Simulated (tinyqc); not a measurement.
# Undoped symmetric double-gate MOSFET, analytic potential model: effects of single changes

An undoped body of thickness ts between two equal insulators and tied gates; long channel, electrons only, n = ni exp((psi - V)/Vt) with V the quasi-Fermi potential (0 at the source, Vd at the drain), constant mobility, no quantisation. Across the body psi(x) = V - 2 Vt ln[(ts/(2 beta)) sqrt(q ni/(2 eps0 eps_r Vt)) cos(2 beta x/ts)], x from the centre. Q is the electron charge per area of the whole body.

Inputs (values chosen for the exercise); material values close to those of silicon: temperature T = 293 K; band gap Eg = 1.14 eV; relative permittivity of the semiconductor eps_r = 11.6; conduction-band density of states at T Nc = 2.68e19 cm^-3; valence-band density of states at T Nv = 2.55e19 cm^-3; relative permittivity of the gate insulator eox = 8.83; insulator thickness tox = 2.8 nm; body thickness ts = 12 nm; gate work function less that of the intrinsic body dphi = -0.17 V; channel mobility mu = 130 cm^2/(V s); gate length L = 1 um; drain voltage Vd = 0.8 V.

Constants: q = 1.602176634e-19 C, kB = 1.380649e-23 J/K, Vt = kB T/q, eps0 = 8.8541878128e-14 F/cm where lengths are in cm. Results are converted to the units shown.

Each table varies one quantity; the others keep the values above.

## Effect of the insulator thickness

ni = sqrt(Nc Nv) exp(-Eg/(2 Vt)), Eg in volts; r = eps_r tox/(eox ts); V0 = dphi + 2 Vt ln[(2/ts) sqrt(2 eps0 eps_r Vt/(q ni))]. beta (between 0 and pi/2) solves (Vg - V0 - V)/(2 Vt) = ln(beta) - ln(cos beta) + 2 r beta tan(beta). Q = 8 eps0 eps_r Vt beta tan(beta)/ts; I = mu (1/L)(4 eps0 eps_r/ts)(2 Vt)^2 [g(beta_s) - g(beta_d)] per width, g = beta tan(beta) - beta^2/2 + r beta^2 tan^2(beta), with beta_s at V = 0 and beta_d at V = Vd.  I(low) is taken at Vg = 0.06 V, Qs and I(high) at Vg = 0.81 V.

The same in every row: V0 (V) = 0.3149.

Effect of the insulator thickness:
```
tox (nm)  I(low) (nA/um)  Qs(high) (nC/cm^2)  I(high) (uA/um)
0.93             0.02340                5401            146.9
1.3              0.02340                4040            113.4
1.9              0.02340                2901            84.26
2.8              0.02340                2063            61.91
4                0.02340                1506            46.44
5.8              0.02340                1082            34.28
8.4              0.02340               776.6            25.21
```

Read the table: what changes, and by how much?

As tox goes from 0.93 to 8.4 nm, I(low) stays near 0.0234 nA/um and I(high) falls from 147 to 25.2 uA/um. On average I(low) is independent of tox and I(high) goes as tox^(-0.80). Below threshold no voltage drops over the insulator in this long-channel model, so its thickness does not matter there. In every row the surface density at the source at the higher gate voltage passes 0.3 Nc, where Boltzmann statistics fail.

## Effect of the gate work function less that of the intrinsic body

Same model as above.

Result of one run:
```
dphi (V)  V0 (V)  I(low) (nA/um)  Qs(high) (nC/cm^2)  I(high) (uA/um)
-0.32     0.1649           8.770                2815            109.4
```

What becomes of these results when the gate work function less that of the intrinsic body dphi is changed from -0.32 to -0.12 V, all else the same?

Result of the changed run:
```
dphi (V)  V0 (V)  I(low) (nA/um)  Qs(high) (nC/cm^2)  I(high) (uA/um)
-0.12     0.3649        0.003230                1819            49.30
```

The whole series:
```
dphi (V)  V0 (V)  I(low) (nA/um)  Qs(high) (nC/cm^2)  I(high) (uA/um)
-0.32     0.1649           8.770                2815            109.4
-0.27     0.2149           1.226                2562            91.96
-0.22     0.2649          0.1695                2311            76.13
-0.17     0.3149         0.02340                2063            61.91
-0.12     0.3649        0.003230                1819            49.30
-0.07     0.4149        4.458e-4                1579            38.25
-0.02     0.4649        6.153e-5                1344            28.76
```

As dphi goes from -0.32 to -0.02 V, I(low) falls from 8.77 to 6.15e-5 nA/um and I(high) falls from 109 to 28.8 uA/um. V0 rises from 0.165 to 0.465 V. In every row the surface density at the source at the higher gate voltage passes 0.3 Nc, where Boltzmann statistics fail.

Computed by the program tinyqc: `OMP_NUM_THREADS=1 python tinyqc.py 2440083 2440084 out.jsonl`, one thread of a shared Intel Xeon 2.30GHz, about 0.01 s for the whole run.
